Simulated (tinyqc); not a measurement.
Defect equilibria of an oxide against oxygen pressure (mass action): one step, computed by the program tinyqc. Command: `OMP_NUM_THREADS=1 python tinyqc.py 3022337 3022338 out.jsonl brouwer walk`. One thread of a shared host (Intel(R) Xeon(R) Processor @ 2.30GHz), about 0.01 s of CPU time with the checks.

Defects: oxygen vacancies V (charge +2), electrons n, holes p, the ionic partner X = V_M'' (charge -2), and the dopant. Activities are taken equal to concentrations.

Problem. Solution at the given pressure. Neutrality: 2 [V] + p = n + 2 [X] + N_d. With n as the unknown, [V] = K_r/(n^2 P^(1/2)), p = K_i/n, [X] = K_s/[V]; the log ratio is ln(positive/negative). The root is found by 60 bisections in ln n between n = 1e-10 and 1e25 cm^-3.

Inputs (values chosen for the exercise, for a model oxide): dopant density N_d = 8.1e+19 cm^-3; temperature T = 1000 K; oxygen pressure P = 1e-20 atm.

Ionic disorder: Schottky, oxide MO. Dopant (singly charged, fully ionised): acceptor.

K_r = 1.876350e+45 cm^-9 atm^(1/2)

K_i = 6.947346e+22 cm^-6

K_s = 2.086920e+32 cm^-6

Give: n; [V]; p; [X].

Solution.

n = 6.7783e+17 cm^-3

[V] = 4.0839e+19 cm^-3

p = 1.0249e+05 cm^-3

[X] = 5.1101e+12 cm^-3

The largest terms give the Brouwer balance 2 [V] = N_d; the smaller of the two terms is 99 % of the total charge of one sign.
